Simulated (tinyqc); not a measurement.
# Junctionless gate-all-around wire, depletion approximation: two studies

A uniformly doped n-type wire of radius R under a surrounding gate; long channel. Below flat band a shell from radius rc to R is fully depleted and the neutral core, at channel potential V (0 at the source, Vd at the drain), carries the current with constant mobility; s = (rc/R)^2 is the share of the cross-section that conducts. The edge of the depleted shell is taken as abrupt, so there is no subthreshold current.

Values chosen for this exercise; material values close to those of gallium arsenide: relative permittivity of the semiconductor eps_r = 12.7; relative permittivity of the gate insulator eox = 9; insulator thickness tox = 7 nm; wire radius R = 6 nm; donor density Nd = 4.1e18 cm^-3; flat-band voltage Vfb = 1.01 V; effective mobility in the wire mu = 73 cm^2/(V s); gate length L = 1 um.

Constants: q = 1.602176634e-19 C, eps0 = 8.8541878128e-14 F/cm where lengths are in cm. Results are converted to the units shown.

Each table varies one quantity; the others keep the values above.

## Effect of the donor density on the threshold

Cox = eps0 eox/(R ln(1 + tox/R)); A = q Nd R^2/(4 eps0 eps_r); B = q Nd R/(2 Cox); VT = Vfb - A - B. The flat-band conductance is G0 = q mu Nd pi R^2/L.

The same in every row: Cox (uF/cm^2) = 1.7177.

Results:
```
Nd (cm^-3)	A (V)	B (V)	VT (V)	G0 (uS)
5.1e17	0.0065399	0.014271	0.98919	0.067461
8.7e17	0.011156	0.024344	0.97450	0.11508
1.5e18	0.019235	0.041973	0.94879	0.19842
4.3e18	0.055140	0.12032	0.83454	0.56879
7.2e18	0.092328	0.20147	0.71620	0.95240
1.2e19	0.15388	0.33578	0.52034	1.5873
```

Estimate the missing row, Nd = 2.5e18 cm^-3.

Computed row:
```
Nd (cm^-3)	A (V)	B (V)	VT (V)	G0 (uS)
2.5e18	0.032058	0.069955	0.90799	0.33069
```

With this row back in the table: As Nd goes from 5.1e17 to 1.2e19 cm^-3, VT falls from 0.989 to 0.520 V and G0 rises from 0.0675 to 1.59 uS. A + B goes on average as Nd^(1.00). The device is normally off (VT > 0) in 7 of the 7 rows. More conductance costs threshold voltage: the same dopants that conduct must be depleted. For Nd = 5.1e17 to 1.5e18 cm^-3 the radius is under two Debye lengths (at 300 K), so the depletion picture is rough.

## Effect of the insulator thickness on the threshold

Same model as above.

The same in every row: A (V) = 0.052576; G0 (uS) = 0.54234.

Effect of the insulator thickness on the threshold:
```
tox (nm)	Cox (uF/cm^2)	B (V)	VT (V)
2.3	4.0929	0.048149	0.90928
3.4	2.9583	0.066615	0.89081
4.9	2.2247	0.088583	0.86884
7	1.7177	0.11473	0.84270
10	1.3541	0.14554	0.81189
15	1.0602	0.18589	0.77154
21	0.88302	0.22318	0.73425
```

As tox goes from 2.3 to 21 nm, VT falls from 0.909 to 0.734 V and G0 stays at 0.542 uS. A + B goes on average as tox^(0.46). The device is normally off (VT > 0) in 7 of the 7 rows.

Program tinyqc, `OMP_NUM_THREADS=1 python tinyqc.py 2460162 2460163 out.jsonl`; Intel Xeon 2.30GHz, shared host, one thread, about 0.01 s.
